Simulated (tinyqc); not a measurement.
The decay curve: photoconductance decay in a wafer: bulk and surface recombination modes, and iron detection by pair splitting. Computed by tinyqc, a small Python program. Command: `OMP_NUM_THREADS=1 python tinyqc.py 3113243 3113244 out.jsonl pcd walk`. One thread of a shared host (Intel(R) Xeon(R) Processor @ 2.30GHz), about 0.01 s of CPU time with the checks.

Both faces of the wafer have the same S; injection is low and all coefficients are constant. x runs from -W/2 to W/2.

Inputs (values chosen for the exercise, modelled on p-type silicon):
```
quantity                          value         unit
thickness W                         775   micrometre
diffusivity D                      32.9       cm^2/s
bulk lifetime tau_b without iron    560  microsecond
surface recombination velocity S  24000         cm/s
absorption coefficient alpha         24         1/cm
```

Method:
- Even modes cos(a x) obey b tan b = S W/(2 D) with b = a W/2, odd modes sin(a x) obey -b cot b = S W/(2 D); each decays at the rate 1/tau_b + D a^2.
- tau_eff is the decay time of the first mode. The surface time is 1/(D a^2) of that mode; shortcuts for it are W/(2 S), W^2/(pi^2 D) and their sum, whose error is sum/surface time - 1.
- Light from one face makes n(x, 0) proportional to exp(-alpha (x + W/2)). Only even modes carry the thickness average: weight c_n = [sin b/b] int n cos(a x) dx / (int cos^2(a x) dx x mean n), with int exp(-alpha (x + W/2)) cos(a x) dx = [alpha cos b (1 - E) + a sin b (1 + E)]/(alpha^2 + a^2), E = exp(-alpha W), and int cos^2 = W/2 + sin(2 b)/(2 a).
- Mean density = sum_n c_n exp(-t/tau_n) over 60 modes; the local decay time is -1/(d ln n/dt).

W^2/(pi^2 D) = 18.4973 microsecond

tau_eff = 19.1498 microsecond

Decay:
```
t / (W^2/(pi^2 D))  t (microsecond)  mean density/start  local decay time (microsecond)
0.02                          0.370             0.91015                           5.996
0.05                          0.925             0.84490                           8.866
0.10                          1.850             0.77296                          11.831
0.20                          3.699             0.67508                          15.269
0.50                          9.249             0.49088                          18.657
1.00                         18.497             0.30184                          19.138
2.00                         36.995             0.11488                          19.150
```

The local decay time goes from 6.00 to 19.1 microsecond against tau_eff = 19.1. Early on higher modes speed the decay, so a fit must start late.
